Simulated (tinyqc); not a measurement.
From results back to parameters: carrier statistics of a doped semiconductor with parabolic bands. Four cases, with inputs chosen for the exercise.

Problem. With Boltzmann statistics and no minority carriers, n (n + NA)/(ND - NA - n) = K(T) = (N(T)/2) exp(-E/kB T), E the ionisation energy of the majority dopant and N = 2 (m kB T/(4 pi c))^(3/2) with c = hbar^2/2m0, in 1/angstrom^3; times 1e24 for 1/cm^3, m = m_d. The density below was computed from a hidden E.

Constants: hbar^2/2m0 = 3.80998211 eV angstrom^2; kB = 8.617333262e-05 eV/K.

Case 1.

Values chosen (near those of SiC; not measured data): ND = 5.1e+15 1/cm^3 (donors); NA = 2.6e+12 1/cm^3 (acceptors); m_d = 0.768 m0 (density-of-states mass of the majority band); Ta = 81 K.

n(Ta) = 8.1425e+14 1/cm^3

Case 2.

Values chosen (near those of AlAs; not measured data): ND = 2.3e+14 1/cm^3 (donors); NA = 5.5e+12 1/cm^3 (acceptors); m_d = 0.748 m0 (density-of-states mass of the majority band); Ta = 94 K.

n(Ta) = 1.4494e+14 1/cm^3

Case 3.

Values chosen (near those of SiC; not measured data): ND = 3e+15 1/cm^3 (donors); NA = 3.6e+12 1/cm^3 (acceptors); m_d = 0.799 m0 (density-of-states mass of the majority band); Ta = 62 K.

n(Ta) = 1.8394e+14 1/cm^3

Case 4.

Values chosen (near those of GaAs; not measured data): ND = 2.4e+15 1/cm^3 (donors); NA = 1.4e+15 1/cm^3 (acceptors); m_d = 0.071 m0 (density-of-states mass of the majority band); Ta = 10 K.

n(Ta) = 1.0948e+12 1/cm^3

Find: K(Ta); E.

Solution. The left side gives K; then E = kB T ln(N/(2 K)).

Case 1.

K(Ta) = 1.55e+14 1/cm^3
E = 0.0624 eV

Case 2.

K(Ta) = 2.74e+14 1/cm^3
E = 0.0693 eV

Case 3.

K(Ta) = 1.23e+13 1/cm^3
E = 0.0595 eV

Case 4.

K(Ta) = 1.54e+12 1/cm^3
E = 0.0059 eV

Computed by tinyqc, one run a case: `OMP_NUM_THREADS=1 python tinyqc.py N N+1 out.jsonl` with N = 1650872, 1650991, 1651087, 1651088; one thread of a shared Intel(R) Xeon(R) Processor @ 2.30GHz, about 0.01 s a run at most.
